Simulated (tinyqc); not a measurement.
What moves the results: inter-valley coupling by envelope functions against a chain of atomic planes. A value that a table varies takes the place of the one given here.

Chain: E(phi) = e0 + 2 v cos(phi) + 2 u cos(2 phi), cos(phi0) = -v/(4u), e0 = 2u + v^2/(4u); plane j = 0, 1, ... has the potential V_j = dE x_j + F (j - 30) a/4 (1 MV/m = 1e-4 V/angstrom). There are 30 barrier planes a side; with y = j - 29.5, x_j = xb (f(y) + f(Nw - y)), f(y) = 1/(1 + exp(y/L)), plus any Ge added in the well. The valley splitting is the spacing of the two lowest levels. Envelope theory: F_j solves a one-valley chain with hopping -b and diagonal 2b + V_j, b = 4u sin^2(phi0), sum F_j^2 = 1; the valleys couple by Dv = sum_j F_j^2 V_j exp(-2 i phi0 j) and split by 2|Dv|.

Inputs chosen for the exercise (near those of the Delta valleys of silicon in a SiGe well; shifted at random, so the results belong to these values and not to a real crystal): a = 5.431 angstrom (lattice constant; planes lie a/4 apart); u = 0.633 eV (second-neighbour hopping); v = 0.592 eV (nearest hopping); Nw = 41 (planes in the well); L = 1 planes (interface width); xb = 0.24 (Ge fraction of the barriers); dE = 0.53 eV (offset per unit Ge fraction); F = 5 MV/m (field); xs = 0.11 (Ge fraction added on that plane); xw = 0.006 (mean Ge fraction of the wiggle); x0 = 6099 (start of the number sequence); na = 20000 (atoms a plane under the dot); js = 56 (plane j of a Ge spike (the well starts at j = 30)).

## Position of the spike

The spike is moved through the well; position counted from the first well plane, j - 30.

Against position:
```
j - 30  F_j^2, smooth  mean of the doublet (meV)  splitting, chain (micro-eV)  envelope  first order
2             0.01275                      22.91                         1219      1200         1486
5             0.02344                      23.41                         2205      2172         2733
8             0.03348                      23.91                         3211      3175         3904
12            0.04199                      24.42                         4234      4206         4897
16            0.04311                      24.54                         4480      4458         5026
20            0.03782                      24.23                         3857      3839         4409
27            0.02154                      23.32                         2027      2007         2511
33            0.00903                      22.72                          831       819         1052
39            0.00189                      22.40                          186       184          220
```

What does this show?

The splitting is largest at plane 16 among these rows (4480 micro-eV), and the smooth envelope peaks at plane 15, counting all planes; without a spike it is 2.0. Where the splitting exceeds 20 micro-eV the envelope theory lies within 1.6 % of the chain and first order within 27 %.

## A periodic Ge profile (wiggle well)

periods (planes): pi/phi0 1.73877, pi/(pi - phi0) 2.35360

Added fraction xw (1 - cos(2 pi (j - 30)/p)) on the well planes; p = f times the resonant period pi/(pi - phi0). At resonance the estimate is dE xw.

Against period:
```
f     p (planes)  mean of the doublet (meV)  splitting, chain (micro-eV)  envelope
0.90      2.1182                      25.40                          199       209
0.95      2.2359                      25.37                         1483      1523
0.98      2.3065                      25.41                         2789      2808
0.99      2.3301                      25.41                         3019      3023
1.00      2.3536                      25.42                         3106      3094
1.01      2.3771                      25.42                         3039      3015
1.02      2.4007                      25.41                         2832      2798
1.05      2.4713                      25.38                         1754      1710
1.10      2.5890                      25.40                          346       326
1.50      3.5304                      25.42                           22        21
3.00      7.0608                      25.43                            6         6
```

What does this show, and why?

The splitting peaks at f = 1 with 3.11 meV, against the estimate dE xw = 3.18 meV, and is 0.90 and 0.91 of the value at f = 1 two per cent off to either side: the width of the resonance is set by the number of periods under the envelope. At f = 3 it is 6 micro-eV. The chain has one orbital a plane and knows only this resonance; longer periods that work through other bands are outside it.

## Random alloy fluctuations

A uniform fraction x is added on all planes. Each plane j then fluctuates by q sqrt(x_j (1 - x_j)/na) in Ge fraction, q = sqrt12 (z/2147483647 - 1/2) with z(new) = 16807 z mod 2147483647 from x0, restarted for each row; 24 samples. Theory: Dv is a complex Gaussian with sigma^2 = dE^2 sum F_j^4 x_j (1 - x_j)/na, and the mean splitting is sqrt(pi) sigma if the smooth part is negligible.

Splitting (micro-eV):
```
x     sigma  sqrt(pi) sigma  mean of 24  least  largest
0.00   17.4            30.8        30.6    4.3     74.5
0.01   68.7           121.8       152.7   37.7    294.6
0.02   95.1           168.6       212.5   47.4    395.9
0.05  146.6           259.9       328.8   68.0    595.9
0.10  201.2           356.5       451.9   90.8    810.3
```

What can be read from the table?

Without added Ge the disorder sits in the barriers, where the state is small: mean 30.6 micro-eV, against 2.0 for the smooth well. With 5 % Ge in the well the mean is 329, theory 260, with a statistical error of about 11 % for 24 samples; the miss is +27 %, and since every row reuses one sequence the rows with added Ge miss alike. The spread grows with the mean: at 5 % the samples run from 68 to 596, so small splittings remain possible. sigma falls as 1/sqrt(na) for larger dots. A chain with one orbital a plane has no Bloch-function factor, which scales all these couplings down in fuller models.

## What each parameter does

Chain with the spike on plane js. Each row changes one parameter from the base and keeps the others.

Results:
```
case            level (meV)  splitting (micro-eV)
base                 23.443                2277.9
Nw = 47              22.844                2436.9
L = 1.5 planes       24.139                2362.4
xb = 0.29            23.982                2371.9
dE = 0.583 eV        23.811                2511.5
F = 7 MV/m           27.506                1872.7
js = 59              23.087                1563.9
xs = 0.143           23.704                2799.9
```

How do the results move?

The largest shifts from the base row, up to three for each result and ties (the steps differ in size, so this ranks the rows, not the parameters). level (meV): F +4.063, L +0.696, Nw -0.599. splitting (micro-eV): js -714.0, xs +522.0, F -405.2.

Program tinyqc; command `OMP_NUM_THREADS=1 python tinyqc.py 1481723 1481724 out.jsonl`; about 0.09 s on one thread of a shared Intel(R) Xeon(R) Processor @ 2.30GHz.
